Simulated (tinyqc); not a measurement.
Inside a calculation. Method: Hubbard ring of 3 sites. Computed by tinyqc, a small Python program that keeps every step. Settings: hopping = 1.18, U = 1.1, mixing = 1, iteration cap = 87. Command: `OMP_NUM_THREADS=1 python tinyqc.py 30848 30849 out.jsonl` (the two numbers bound the seeds that draw the settings). One thread of a shared host (Intel(R) Xeon(R) Processor @ 2.60GHz), about 0.2 s of CPU time with the checks. Later iterations appear only in the table of the cycle.

## Mean-field iteration 1

one-body matrix (hopping and site energies) (eV), order 1, 2, 3:
$$\begin{pmatrix}
0.110000 & -1.180000 & -1.180000 \\
-1.180000 & -0.010000 & -1.180000 \\
-1.180000 & -1.180000 & -0.560000
\end{pmatrix}$$

U = 1.100000 eV

electrons, up and down: [2, 2]

mixing = 1

n(up) at the start (a guess, not normalised): 1 0.667000, 2 0.667000, 3 0.667000

n(down) at the start (a guess): 1 0.667000, 2 0.667000, 3 0.667000

H(up) = T + U n(down), H(down) = T + U n(up); fill the lowest levels; n(new) = n + mixing (n(out) - n); E = tr T (rho up + rho down) + U sum n_up n_down of the output.

levels, up (eV): [-1.804792, 1.577761, 1.968131]

levels, down (eV): [-1.804792, 1.577761, 1.968131]

energy = -1.732204 eV

n(up) after iteration 1: 1 0.429233, 2 0.575435, 3 0.995331

n(down) after iteration 1: 1 0.429233, 2 0.575435, 3 0.995331

## Mean-field iteration 2

As before.

levels, up (eV): [-1.780367, 1.734748, 1.785619]

levels, down (eV): [-1.780367, 1.734748, 1.785619]

energy = -1.645527 eV

n(up) after iteration 2: 1 0.659456, 2 0.377991, 3 0.962554

n(down) after iteration 2: 1 0.659456, 2 0.377991, 3 0.962554

## Mean-field iteration 3

As before.

levels, up (eV): [-1.789321, 1.630410, 1.898911]

levels, down (eV): [-1.789321, 1.630410, 1.898911]

energy = -1.495729 eV

n(up) after iteration 3: 1 0.295036, 2 0.902430, 3 0.802534

n(down) after iteration 3: 1 0.295036, 2 0.902430, 3 0.802534

## Convergence

Each step fills the lowest levels of T + U n(other spin) and sets n(new) = n + mixing (n(out) - n); stop when output and input agree to 1e-8.

Course of the cycle:
```
iteration       E (eV)  largest |n(out) - n(in)|  mean |n_up - n_down|
1          -1.73220449                  3.28e-01              0.000000
2          -1.64552695                  2.30e-01              0.000000
3          -1.49572909                  5.24e-01              0.000000
4          -1.42069019                  6.34e-01              0.000000
5          -1.46350949                  6.39e-01              0.000000
6          -1.39052412                  6.44e-01              0.000000
7          -1.46336880                  6.40e-01              0.000000
8          -1.38551013                  6.40e-01              0.000000
9          -1.46382572                  6.38e-01              0.000000
10         -1.38436100                  6.38e-01              0.000000
11         -1.46396982                  6.38e-01              0.000000
...                ...                       ...                   ...
77         -1.46402196                  6.38e-01              0.000000
78         -1.38397335                  6.38e-01              0.000000
79         -1.46402196                  6.38e-01              0.000000
80         -1.38397335                  6.38e-01              0.000000
81         -1.46402196                  6.38e-01              0.000000
82         -1.38397335                  6.38e-01              0.000000
83         -1.46402196                  6.38e-01              0.000000
84         -1.38397335                  6.38e-01              0.000000
85         -1.46402196                  6.38e-01              0.000000
86         -1.38397335                  6.38e-01              0.000000
87         -1.46402196                  6.38e-01              0.000000
```

Not converged within 87 iterations: the residual has stopped falling: the iteration swings between two states. The lowest mean-field energy found from random starts is -1.84781 eV. Reruns (cap 100 unless said): mixing 0.2: converged in 78 to a higher stationary point (E = -1.73589); mixing 0.5: not converged; mixing 0.9: not converged; the original settings with a cap of 400: not converged.

## The many-body Hamiltonian

Basis: all placements (u, d, 2, 0 on each site), up operators ordered before down ones; hops carry the sign of the same-spin electrons passed.

H (eV):
```
           220        2ud        u2d        2du        202        ud2        d2u        du2
220   2.400000  -1.180000   1.180000  -1.180000   0.000000   0.000000   1.180000   0.000000
2ud  -1.180000   0.750000  -1.180000   0.000000  -1.180000   0.000000   0.000000   1.180000
u2d   1.180000  -1.180000   0.630000   0.000000   0.000000  -1.180000   0.000000   0.000000
2du  -1.180000   0.000000   0.000000   0.750000  -1.180000   1.180000  -1.180000   0.000000
202   0.000000  -1.180000   0.000000  -1.180000   1.300000  -1.180000   0.000000  -1.180000
ud2   0.000000   0.000000  -1.180000   1.180000  -1.180000   0.080000   0.000000   0.000000
d2u   1.180000   0.000000   0.000000  -1.180000   0.000000   0.000000   0.630000  -1.180000
du2   0.000000   1.180000   0.000000   0.000000  -1.180000   0.000000  -1.180000   0.080000
022   0.000000   0.000000   1.180000   0.000000   0.000000  -1.180000   1.180000  -1.180000

           022
220   0.000000
2ud   0.000000
u2d   1.180000
2du   0.000000
202   0.000000
ud2  -1.180000
d2u   1.180000
du2  -1.180000
022   1.060000
```

## Exact diagonalisation (9 states)

Lowest levels of the sector, and the double occupancy of the lowest state.

lowest levels (eV): [-1.898492, -1.852167, -1.528546, -1.008373, 1.484061, 1.874431]

double occupancy per site = 0.333333

## The lowest level by Lanczos steps

From a random start vector (not printed): a_j = <q_j|H|q_j>, b_j = norm of the remainder after orthogonalising; the Ritz value is the lowest eigenvalue of the tridiagonal matrix of a and b so far.

Lanczos:
```
j   a_j (eV)  b_j (eV)  lowest Ritz value (eV)
1   1.372142  2.498218              1.37214228
2   2.407076  2.271538             -0.66163812
3   2.618602  1.156897             -1.27536627
4  -0.749062  1.345182             -1.61144881
5   1.571418  0.562602             -1.86335169
6   1.855256  0.695299             -1.87077931
7  -1.577274  0.246347             -1.87667787
8   0.030074  1.774046             -1.87799127
9   0.151768         0             -1.89849196
```
